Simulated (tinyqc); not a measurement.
Weibull slope from two areas.

Problem. Oxide breakdown times follow a Weibull law, F = 1 - exp(-(t/t63)^beta). For defects spread at random t63 goes as A^(-1/beta). Find beta and the time at which the share Fp of the area-A2 devices has failed, t63(A2) (-ln(1 - Fp))^(1/beta).

Parameters, values chosen for the exercise: area of a test capacitor A1 = 2300 um^2; gate area of the product A2 = 4.5e5 um^2; allowed share of failed products Fp = 0.001.

t63 at the areas A1 and A2 (s): 300  42.503356

Answer. beta = ln(A2/A1)/ln(t63(A1)/t63(A2)).

beta = 2.700
time to Fp = 3.291 s

Numbers from tinyqc (`OMP_NUM_THREADS=1 python tinyqc.py 2070106 2070107 out.jsonl`; about 0.01 s on one thread of a shared Intel Xeon 2.30GHz).
